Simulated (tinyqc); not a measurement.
Decay of LO phonons and the hot-phonon bottleneck in the cooling of electrons: one step, computed by the program tinyqc. Command: `OMP_NUM_THREADS=1 python tinyqc.py 3019136 3019137 out.jsonl hotphonon walk`. One thread of a shared host (Intel(R) Xeon(R) Processor @ 2.30GHz), about 0.01 s of CPU time with the checks.

n(E, T) = 1/(exp(E/(k_B T)) - 1) is the Bose occupation. Electrons have a temperature T_e; the LO modes within their reach share one occupation N; the decay products stay at the lattice temperature.

Problem. Electron and phonon temperatures in closed form. Net emission per electron: [(N + 1) x - N]/tau_sp with x = exp(-hbar omega/(k_B T_e)), a simple two-level balance; steady state of the modes: n [(N + 1) x - N]/tau_sp = N_m (N - N_0)/tau; power per electron P = hbar omega [(N + 1) x - N]/tau_sp. With p = P tau_sp/(hbar omega): N = N_0 + r p and x = (p + N)/(N + 1); without hot phonons N = N_0. The mode temperature T_LO solves n(hbar omega, T_LO) = N.

Inputs (values chosen for the exercise, modelled on indium phosphide): LO energy hbar omega = 41.8 meV; lattice temperature T = 77 K; electron mass m* = 0.0815 m_0; electron density n = 7e+17 1/cm^3; power supplied per electron P = 0.18 nW.

Decay channel: two unequal phonons (Ridley).

emission time tau_sp = 61.95781 fs

equilibrium LO occupation N_0 = 0.001840429

bottleneck ratio r = 8.055414

Constants: e = 1.602176634e-19 C; k_B = 8.617333262e-05 eV/K.

Give: reduced power p; LO occupation N; electron temperature T_e; T_e without hot phonons; mode temperature T_LO.

Solution.

reduced power p = 0.001665

LO occupation N = 0.01525

electron temperature T_e = 118.5 K

T_e without hot phonons = 85.77 K

mode temperature T_LO = 115.5 K

Caution: the electrons are degenerate; Pauli blocking and the Fermi energy, left out here, matter.
